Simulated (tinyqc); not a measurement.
Sublattice potential against complex hopping: Haldane model. Computed by the program tinyqc. H_AA = delta - 2 t2 sum cos(k.b + phi), H_BB = -delta - 2 t2 sum cos(k.b - phi), H_AB = -t1 (1 + exp(-i k.a1) + exp(-i k.a2)), b = a1, a2 - a1, -a2, m = 3 sqrt3 t2 sin(phi); the sign of the Chern number follows the orientation k1 then k2.

Honeycomb lattice:
```
parameter      value
t1 (eV)     1.430000
t2 (eV)     0.220000
phi (rad)  -2.040000
```

Gaps at the two valleys (eV) and Chern number of the lower band (12 x 12 mesh):
```
delta    gap 2|delta - m|  gap 2|delta + m|  Chern number
-1.8350            1.6308            5.7092             0
-1.3250            0.6108            4.6892             0
-0.6120            0.8152            3.2632             1
0.0000             2.0392            2.0392             1
0.4080             2.8552            1.2232             1
0.7650             3.5692            0.5092             1
1.2740             4.5872            0.5088             0
2.0390             6.1172            2.0388             0
```

What does the comparison show, and why?

Here |m| = 1.0196 eV. For |delta| < |m| the two valleys have masses of opposite sign and the Chern number is +/-1; one gap closes at |delta| = |m|, and beyond it the band is trivial.
